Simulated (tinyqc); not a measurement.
Worked calculation: Wannier functions of a composite (isolated) pair of valence bands (bonds of an sp chain). Values are carried at full precision from step to step, so a last printed digit may differ when a step is redone from the rounded ones.

Each atom has a hybrid pointing left (<) and right (>). H(k): diagonal +V3 on A, -V3 on B; <A<|A>> = -V1a, <B<|B>> = -V1b, <A>|B<> = -V2, <B>|A<> = -V2p exp(ik); k in 1/a, Bloch sums with exp(ikR). The two lowest bands are filled. Trial functions in cell 0: g1 = cos(c) A> + sin(c) B<, and g2 = sin(c) B> + cos(c) A< of cell 1, whose Bloch vector has cos(c) exp(-ik) on A<. Projection A_mn = <psi_m|g_n>, S = A^+ A, Loewdin U = A S^(-1/2), Bloch-like states w_n = sum_m psi_m U_mn, H_W(k) = U^+ diag(E) U. P = sum_m |psi_m><psi_m| is free of phase choices, and S = g^+ P g, w = P g S^(-1/2).

Values chosen for the exercise: V2 = 2.79 eV (coupling in the bond A-B inside the cell); V2p = 2.96 eV (coupling in the bond to the next cell); V1a = 0.78 eV (coupling of the two hybrids on A); V1b = 1.08 eV (the same on B); V3 = 1.88 eV (A at +V3, B at -V3); j = 2 (mesh point, k = 2 pi j/N); N = 4 (k points); c = 35 degrees (trial bonds cos(c) on A, sin(c) on B); xb = 0.4 a (position of B (A at 0)).

## H at one mesh point

Fill in the matrix.

H(k) (eV), lower triangle:
```
         A<       A>       B<       B>
A<   1.8800
A>  -0.7800   1.8800
B<        0  -2.7900  -1.8800
B>   2.9600        0  -1.0800  -1.8800
```

## Levels and the projector on the filled bands

Diagonalise; P = sum over the two lowest states of |psi><psi|.

levels (eV): -4.1745  -2.8741  3.1706  3.8780

P, lower triangle:
```
         A<       A>      B<      B>
A<   0.2522
A>   0.0963   0.2413
B<   0.0589   0.4128  0.7586
B>  -0.4193  -0.0583  0.0963  0.7480
```

The filled states put 0.987 electrons on A and 3.013 on B at this k.

## Loewdin orthogonalisation

The trial vectors are the columns g1 = (0, cos c, sin c, 0), g2 = (cos c exp(-ik), 0, 0, sin c), k = 2 pi j/N. Form S = g^+ P g, its eigenvalues, S^(-1/2), and w = P g S^(-1/2).

S:
```
         1        2
1   0.7994  -0.0880
2  -0.0880   0.8093
```

eigenvalues of S: 0.7162  0.8925

S^(-1/2):
```
        1       2
1  1.1235  0.0614
2  0.0614  1.1166
```

w:
```
         1        2
A<  0.0991  -0.4923
A>  0.4812  -0.0987
B<  0.8692   0.0553
B>  0.0558   0.8630
```

The combinations of the trial bonds that diagonalise S lie 71.6 to 89.2 % inside the filled space; an eigenvalue near zero would mark a poor choice.

## The Hamiltonian in the new basis

H_W = w^+ H w; its eigenvalues must be the two filled levels.

H_W(k) (eV):
```
        1       2
1  -3.453  -0.646
2  -0.646  -3.596
```

eigenvalues (eV): -4.174  -2.874

## Hoppings between the Wannier functions

H_mn(R) = (1/N) sum_k exp(-ikR) H_W,mn(k), the coupling of function m in cell 0 to function n in cell R.

H(R) (eV):

| R | 11 | 12 | 21 | 22 |
|---|---|---|---|---|
| -1 | 0.0210 | -0.1714 | -0.0115 | 0.0223 |
| 0 | -3.4115 | -0.8292 | -0.8292 | -3.5520 |
| 1 | 0.0210 | -0.0115 | -0.1714 | 0.0223 |
| 2 | 0.0007 | 0.0000 | 0.0000 | 0.0007 |

The bond levels are -3.411 and -3.552 eV, against -sqrt(V2^2 + V3^2) = -3.364 and -3.507 for isolated bonds. Neighbouring bonds couple by -0.829 eV through B; the bond-orbital estimate is -V1b (1 + ap)/2 = -0.836 with the mean V2 in ap = V3/sqrt(V2^2 + V3^2).

## The functions in real space

w_n(R) = (1/N) sum_k exp(ikR) w_n(k); point-like hybrids at R (A) and R + xb (B) give centres and spreads.

Function 1:

| R | A< | A> | B< | B> |
|---|---|---|---|---|
| -1 | 0.0004 | 0.0021 | -0.0038 | -0.0227 |
| 0 | 0.0425 | 0.4755 | 0.8757 | 0.0336 |
| 1 | -0.0586 | -0.0079 | 0.0105 | 0.0001 |
| 2 | -0.0016 | -0.0002 | 0.0003 | -0.0005 |

centres (a): 1 0.3105, 2 0.5429

spreads (a^2): 1 0.0304, 2 0.0671

Function 1 has 99.3 % of its weight on the two hybrids of its bond. Its centre lies +0.1105 a from the middle of the bond, towards B, the atom with the lower level.

## Checks

- Eigenvalues of H_W against the filled levels: they agree to 1e-10 or better.
- W^+ w against the unit matrix: they agree to 1e-10 or better.

tinyqc: `OMP_NUM_THREADS=1 python tinyqc.py 1450072 1450073 out.jsonl`; about 0.2 s, one thread, shared Intel(R) Xeon(R) Processor @ 2.30GHz.
